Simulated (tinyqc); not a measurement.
Worked calculation: one-electron ion in a basis of Gaussians. One step of it, computed by the program tinyqc.

Question. Generalised eigenproblem. Solve H C = S C e through S^(-1/2); each column has its largest component positive (the first on a tie).

H = T + V (hartree), lower triangle:
```
           1          2           3           4           5           6            7
1  -4.155403
2  -4.686220  -6.227387
3  -4.356748  -6.946464   -5.983355
4  -3.565247  -7.101355   -6.330097    9.307754
5  -2.735621  -6.236403   -9.395509   12.263234   91.023849
6  -2.039795  -4.966402  -10.007868   -3.420156  109.439403  434.087003
7  -1.501851  -3.773972   -8.670687  -12.586024   44.562850  514.733964  1755.152509
```

S, lower triangle:
```
          1         2         3         4         5         6         7
1  1.000000
2  0.752287  1.000000
3  0.374857  0.752159  1.000000
4  0.156591  0.374806  0.752220  1.000000
5  0.061788  0.156617  0.374958  0.752359  1.000000
6  0.023961  0.061764  0.156604  0.374884  0.752123  1.000000
7  0.009248  0.023952  0.061761  0.156574  0.374715  0.752135  1.000000
```

Give: eigenvalues of S; eigenvalues; coefficients.

Answer.

eigenvalues of S: 0.034  0.082  0.203  0.476  1.033  1.996  3.176

eigenvalues (hartree): -7.997  -1.819  5.699  44.632  206.459  835.037  3300.465

coefficients:
```
       1       2       3       4       5       6       7
1  0.047   1.370  -1.006   0.388  -0.168   0.078  -0.037
2  0.538  -0.686   2.240  -1.232   0.545  -0.252   0.119
3  0.413  -0.186  -1.562   2.255  -1.224   0.571  -0.267
4  0.114  -0.064   0.035  -1.912   2.167  -1.179   0.552
5  0.027  -0.010  -0.066   0.190  -2.013   2.077  -1.106
6  0.005  -0.003   0.003  -0.066   0.259  -1.984   1.913
7  0.002  -0.001  -0.003   0.006  -0.054   0.209  -1.740
```

For Z = 4 and l = 0 the exact lowest level is -Z^2/(2 n^2) with n = l + 1: -8.000000 hartree.
